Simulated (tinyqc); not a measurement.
Inside a calculation. Model: resistance of a source-drain extension with a graded tip.

Program tinyqc, `OMP_NUM_THREADS=1 python tinyqc.py 2282064 2282065 out.jsonl`; Intel Xeon 2.30GHz, shared host, one thread, about 0.03 s. Printed values are rounded.

y runs along the channel, the gate covers y > 0. The doping is N0 for y < y0 and N0 10^(-(y - y0)/la) beyond, uniform over the depth xj. Sheet conductance s(y) = q mu(N) max(N - Nch, 0) xj + (for y > 0) ma Cox Vo, with mu(N) = u0 + (u1 - u0)/(1 + (N/Nr)^au) and Cox = eps0 eox/tox. Current is taken as one-dimensional; depletion of the tip, spreading and the contact are left out. The metallurgical junction lies at yj, where N = Nch.

Inputs (values chosen for the exercise); mobility law close to that of electrons in silicon:

| symbol | value | unit | meaning |
|---|---|---|---|
| eox | 7.32 |  | relative permittivity of the gate insulator (close to silicon nitride) |
| tox | 2.8 | nm | insulator thickness |
| N0 | 6.3e19 | cm^-3 | active doping of the extension far from the gate |
| la | 2.9 | nm/decade | lateral abruptness |
| y0 | -0.8 | nm | position under the gate where the fall begins (gate edge at 0) |
| xj | 25 | nm | depth of the extension |
| Nch | 9.6e17 | cm^-3 | channel doping |
| Vo | 0.54 | V | gate overdrive |
| ma | 130 | cm^2/(V s) | mobility of the gate-induced layer |
| u1 | 1414 | cm^2/(V s) | mobility at low doping |
| u0 | 68.5 | cm^2/(V s) | mobility at high doping |
| Nr | 9.2e16 | cm^-3 | reference doping |
| au | 0.711 |  | exponent |
| Lg | 30 | nm | gate length |

Constants: q = 1.602176634e-19 C, eps0 = 8.8541878128e-14 F/cm where lengths are in cm. Results are converted to the units shown.

## Sheet resistances and junction position

yj = y0 + la log10(N0/Nch); sheet resistance of the full extension 1/[q mu(N0)(N0 - Nch) xj] and of the gate-induced layer 1/(ma Cox Vo); metallurgical length Lg - 2 yj; ye is where the doped and the gate-induced conductances are equal.

yj = 4.469501 nm
sheet resistance of the extension = 494.7225 ohm/square
sheet resistance of the induced layer = 6154.051 ohm/square
metallurgical length = 21.06100 nm
ye = 2.863184 nm
N at ye = 3.436952e18 cm^-3

The gate takes over 1.61 nm before the junction, where N is still 3.58 times the channel doping.

## Resistance of the overlapped part

Midpoint rule on 12 equal steps from 0 to yj: R_ov = sum h/s(y), per width.

| point | y (nm) | N (cm^-3) | doped conductance (uS) | sheet resistance (ohm/square) |
|---|---|---|---|---|
| 0 | 0.1862292 | 2.879132e19 | 1011.668 | 851.6708 |
| 1 | 0.5586876 | 2.142040e19 | 785.5403 | 1054.814 |
| 2 | 0.9311460 | 1.593653e19 | 612.4339 | 1290.442 |
| 3 | 1.303604 | 1.185659e19 | 478.8522 | 1559.219 |
| 4 | 1.676063 | 8.821161e18 | 374.6872 | 1861.567 |
| 5 | 2.048521 | 6.562840e18 | 292.3490 | 2198.558 |
| 6 | 2.420980 | 4.882676e18 | 226.1180 | 2573.257 |
| 7 | 2.793438 | 3.632653e18 | 171.6637 | 2992.593 |
| 8 | 3.165897 | 2.702651e18 | 125.6894 | 3470.006 |
| 9 | 3.538355 | 2.010741e18 | 85.66996 | 4029.584 |
| 10 | 3.910813 | 1.495967e18 | 49.66250 | 4713.489 |
| 11 | 4.283272 | 1.112982e18 | 16.17103 | 5597.048 |

R_ov = 11.990 ohm um

The exact integral is 12.006 ohm um; the coarse sum is 0.13 % below it.
